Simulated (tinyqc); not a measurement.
## Inverter chain driving a load

N inverters, each f = Hc^(1/N) times larger than the one before: delay tau N (f + pp). Switched capacitance in units of the first input, with output capacitance pp times the input: Hc + (1 + pp)(Hc - 1)/(f - 1).

Parameters, values chosen for the exercise: load over the input capacitance of the chain Hc = 680; parasitic delay of an inverter pp = 1.5; delay unit tau = 2.1 ps.

Result of one run:
```
N      f  delay (ps)  switched capacitance
3  8.794       64.85                 897.8
```

What becomes of these results when the number of stages N is changed from 3 to 5, all else the same?

Result of the changed run:
```
N      f  delay (ps)  switched capacitance
5  3.686       54.45                  1312
```

The whole series:
```
N      f  delay (ps)  switched capacitance
2  26.08       115.8                 747.7
3  8.794       64.85                 897.8
4  5.107       55.49                  1093
5  3.686       54.45                  1312
6  2.965       56.26                  1544
7  2.539       59.37                  1783
8  2.260       63.16                  2027
9  2.064       67.36                  2275
```

The delay goes from 116 through a minimum of 54.4 (at N = 5 among the rows listed) to 67.4 ps. The best stage effort solves pp + rho (1 - ln rho) = 0, rho = 3.97, which gives N = ln Hc/ln rho = 4.73. One stage fewer than the best costs 1.9 % in delay and saves 17 % of the switched capacitance.

Program tinyqc, `OMP_NUM_THREADS=1 python tinyqc.py 2082127 2082128 out.jsonl`; Intel Xeon 2.30GHz, shared host, one thread, about 0.01 s.
